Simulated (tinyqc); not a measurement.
Central-cell correction: shallow acceptor in the spherical four-band model.

The ground state 1S3/2 has an L = 0 part f(r) and an L = 2 part g(r). In units of Ry* and a*, with Gaussians f_i = exp(-a_i r^2), g_i = r^2 exp(-a_i r^2), A = a_i + a_j and I(n) = Gamma((n + 1)/2)/(2 A^((n + 1)/2)): S_ff = I(2), S_gg = I(6), H_ff = (6 a_i a_j/A) I(2) - 2 I(1), H_gg = (14 a_i a_j/A) I(6) - 2 I(5), H_fg = -mu [15 I(2) - 20 a_j I(4) + 4 a_j^2 I(6)]; each function is then normalised. The split-off band is left out.

Converged values use 22 exponents 2.2^i, i = -7 to 14, for f and for g.

Inputs chosen for the exercise (out of a larger set: near those of a shallow acceptor in GaSb; not measured data): rc = 1.6 angstrom (radius of the central cell); Vs = (2, 0, -0.5, -1.5, -2.5, -3.5) eV (central-cell strengths).

mu = 0.83058
Ry* = 4.5776 meV
a* = 104.856 angstrom

A short-range term V exp(-r^2/rc^2) is added (negative: attracts the hole); its elements are V S (A/(A + 1/rc^2))^(3/2) for f and ^(7/2) for g, in the same units.

Results:

| V (eV) | 1S binding (meV) | 2S binding (meV) | <r> (angstrom) | L = 2 weight |
|---|---|---|---|---|
| 2.0 | 13.3 | 4.07 | 60.8 | 0.323 |
| 0.0 | 13.6 | 4.11 | 59.4 | 0.324 |
| -0.5 | 13.7 | 4.12 | 59.0 | 0.324 |
| -1.5 | 13.9 | 4.15 | 58.1 | 0.325 |
| -2.5 | 14.2 | 4.19 | 57.0 | 0.326 |
| -3.5 | 14.5 | 4.23 | 55.8 | 0.326 |

How do the results move, and what explains it?

From V = 0 to -3.5 eV the 1S binding grows by 0.9 meV (7 %) and the 2S binding by 0.12 meV, so the chemical shift sits mainly in the ground state. A repulsion of 2 eV removes 0.3 meV. The slope is 0.33 meV per eV over the last step against 0.16 on the repulsive side, since attraction pulls the state into the cell; over this range the level stays shallow.

Program tinyqc; command `OMP_NUM_THREADS=1 python tinyqc.py 1280266 1280267 out.jsonl`; about 0.04 s on one thread of a shared Intel(R) Xeon(R) Processor @ 2.30GHz.
